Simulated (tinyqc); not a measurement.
## Doping and thickness from pinch-off voltage and conductance

Problem. A uniform channel has Vp = q Nd a^2/(2 eps0 eps_r) and G0 = q mu Nd a W/L. Find a and Nd.

Parameters, values chosen for the exercise; material values close to those of indium phosphide:
```
symbol  value        unit                                     meaning
eps_r    12.3              relative permittivity of the semiconductor
mu       3400  cm^2/(V s)           low-field mobility at this doping
L          10          um                                 gate length
W          50          um                                  gate width
```

Constants: q = 1.602176634e-19 C, eps0 = 8.8541878128e-14 F/cm where lengths are in cm. Results are converted to the units shown.

Vp = 2.3367725 V
G0 = 2.2770134 mS

Solution. G0 gives the product Nd a and Vp gives Nd a^2; their ratio is a.

a = 380 nm
Nd = 2.20e16 cm^-3

Computed by the program tinyqc: `OMP_NUM_THREADS=1 python tinyqc.py 2500021 2500022 out.jsonl`, one thread of a shared Intel Xeon 2.30GHz, about 0.04 s for the whole run.
